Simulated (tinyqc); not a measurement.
Fully depleted semiconductor-on-insulator film with two gates, non-linear Poisson equation by Newton steps: one step of the calculation.

One dimension across the film, front interface at x = 0, back interface at x = ts. psi is counted from the intrinsic level, n = ni exp(psi/Vt) (source grounded), holes neglected, acceptors ionised. Gates act through Cox = eps0 eox/tox and Cbox = 3.9 eps0/tb with potentials G1 = Vg - (phiM - chi - Vt ln(Nc/ni)) and G2 = Vb - (phiB - chi - Vt ln(Nc/ni)). Classical Boltzmann densities, no interface charge, no depletion in the back plane.

Task. Capacitances and gate potentials. ni = sqrt(Nc Nv) exp(-Eg/(2 Vt)), Eg in volts; Cox, Cbox, G1, G2 as defined; Cs = eps0 eps_r/ts; a = eps0 eps_r/h with h = ts/9; coupling ratio of a depleted film Cs Cbox/(Cox (Cs + Cbox)).

Parameters, values chosen for the exercise; band and dielectric values close to those of silicon: temperature T = 250 K; band gap Eg = 1.13 eV; relative permittivity eps_r = 11.6; conduction-band density of states at T Nc = 2.12e19 cm^-3; valence-band density of states at T Nv = 2e19 cm^-3; electron affinity chi = 4.01 eV; relative permittivity of the gate insulator (close to silicon dioxide) eox = 3.9; insulator thickness tox = 2.2 nm; film thickness ts = 12 nm; buried-oxide thickness (eps_r 3.9) tb = 31 nm; work function of the front gate phiM = 4.54 eV; work function of the back plane phiB = 5.06 eV; back-gate voltage Vb = 0.3 V; front-gate voltage Vg = 0.37 V.

Constants: q = 1.602176634e-19 C, kB = 1.380649e-23 J/K, Vt = kB T/q, eps0 = 8.8541878128e-14 F/cm where lengths are in cm. Results are converted to the units shown.

Give: ni; Cox; Cbox; Cs; a; G1; G2; coupling ratio.

Result.

ni = 8.390e7 cm^-3
Cox = 1.570 uF/cm^2
Cbox = 0.1114 uF/cm^2
Cs = 0.8559 uF/cm^2
a = 7.703 uF/cm^2
G1 = 0.4056 V
G2 = -0.1844 V
coupling ratio = 0.06280

Program tinyqc, `OMP_NUM_THREADS=1 python tinyqc.py 2190015 2190016 out.jsonl`; Intel Xeon 2.30GHz, shared host, one thread, about 0.4 s.
